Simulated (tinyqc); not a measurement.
# Worked calculation: band bending at a free surface with a continuum of surface states, surface photovoltage and Kelvin probe

Numbers from tinyqc (`OMP_NUM_THREADS=1 python tinyqc.py 2430043 2430044 out.jsonl`; about 0.01 s on one thread of a shared Intel Xeon 2.30GHz). Printed values are rounded.

n-type bulk, xi = Ec - EF = Vt ln(Nc/Nd), p0 = ni^2/Nd, ni = sqrt(Nc Nv) exp(-Eg/(2 Vt)), Eg in volts. b is the upward band bending, u = b/Vt. Space charge per area, in units of q: Qc = sign(b) sqrt((2 eps0 eps_r Vt/q) [(Nd + dn)(exp(-u) - 1) + Nd u + (p0 + dn)(exp(u) - 1)]), with dn the excess density under light (flat quasi-Fermi levels; 0 in the dark). The states hold -Ds (E0 - xi - b): negative while the Fermi level lies above the neutrality level. Neutrality: Qc + Qf + (charge of the states) = 0.

Inputs (values chosen for the exercise); band and dielectric values close to those of gallium arsenide:

| symbol | value | unit | meaning |
|---|---|---|---|
| T | 300 | K | temperature |
| Eg | 1.42 | eV | band gap |
| eps_r | 12.7 |  | relative permittivity |
| Nc | 4.39e17 | cm^-3 | conduction-band density of states at T |
| Nv | 9.16e18 | cm^-3 | valence-band density of states at T |
| chi | 4.04 | eV | electron affinity |
| Nd | 4.4e16 | cm^-3 | donor density |
| Qf | 0 | cm^-2 | fixed positive charge at the surface |
| pt | 5 | eV | work function of the probe tip |
| Ds | 2.9e13 | cm^-2 eV^-1 | density of surface states |
| E0 | 0.44 | eV | depth of their neutrality level below the conduction edge |
| dn | 8.8e12 | cm^-3 | excess carrier density under light |

Constants: q = 1.602176634e-19 C, kB = 1.380649e-23 J/K, Vt = kB T/q, eps0 = 8.8541878128e-14 F/cm where lengths are in cm. Results are converted to the units shown.

## Bulk quantities

xi, ni, p0, the Debye length sqrt(eps0 eps_r Vt/(q Nd)) and the flat-band work function chi + xi.

xi = 0.05946761 eV
ni = 2.369763e6 cm^-3
p0 = 1.276313e-4 cm^-3
Debye length = 20.30681 nm
chi + xi = 4.099468 eV

## Iteration 1: band bending in the dark

b at the start = 0.3 V

Newton step: b(new) = b - (Qc + Qf - Ds (E0 - xi - b))/(dQc/db + Ds), dQc/db = (eps0 eps_r/q) [Nd (1 - exp(-u)) + p0 exp(u)]/Qc.

b after iteration 1 = 0.3646697 V

## Iteration 2: band bending in the dark

As before.

b after iteration 2 = 0.3647562 V

## Course of the iteration

Stop when b changes by less than 1e-10 V, or after 40 iterations.

Course of the iteration:
```
iteration      b (V)  change (V)
1          0.3646697      0.0647
2          0.3647562     8.65e-5
3          0.3647562    1.26e-10
4          0.3647562           0
```

Converged in 4 iterations.

## Work function and Kelvin-probe reading

converged b = 0.3647562 V

Work function chi + xi + b; contact potential difference CPD = (work function of the sample) - pt. Depth of EF below Ec at the surface: xi + b. Depletion width Qc/Nd.

xi + b = 0.4242238 eV
Qc = 4.575103e11 cm^-2
Qc/Nd = 103.9796 nm
work function = 4.464224 eV
CPD = -535.7762 mV

The Fermi level lies 15.8 meV above the neutrality level.

## Surface photovoltage

Under chopped light the surface charge keeps its dark value, so b falls to bL with Qc(bL, dn) = Qc(b, 0); the photovoltage is b - bL. Qc rises with b, so bL follows by bisection.

bL = 0.2570742 V
photovoltage = 107.6820 mV
share of b removed = 29.52164 %
excess holes at the surface, dn exp(bL/Vt) = 1.832899e17 cm^-3
